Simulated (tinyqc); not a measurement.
Raman shift of the zone-centre optical phonon of a diamond-structure crystal under stress: one step, computed by the program tinyqc.

Axes x, y, z are the cube axes. Strain shifts the threefold optical mode and can split it; p, q and r are the phonon deformation potentials.

Problem. Secular matrix and shifts. Secular matrix: M_xx = p eps_xx + q (eps_yy + eps_zz), M_xy = 2 r eps_xy; its eigenvalues are omega^2 - omega_0^2, and the shifts are these over 2 omega_0.

Inputs (values chosen for the exercise, modelled on germanium):
```
quantity                      value  unit
unstrained frequency omega_0  300.6  1/cm
p/omega_0^2                   -1.51     -
q/omega_0^2                   -1.89     -
r/omega_0^2                   -1.14     -
```

Stress state: biaxial. Axis: [111].

strain (per mille):
```
           x          y          z
x   2.148828  -1.818091  -1.818091
y  -1.818091   2.148828  -1.818091
z  -1.818091  -1.818091   2.148828
```

Give: M/(2 omega_0); shifts, in rising order.

Solution.

M/(2 omega_0) (1/cm):
```
         x        y        z
x  -1.7085   0.6230   0.6230
y   0.6230  -1.7085   0.6230
z   0.6230   0.6230  -1.7085
```

shifts, in rising order (1/cm): -2.3315  -2.3315  -0.4624
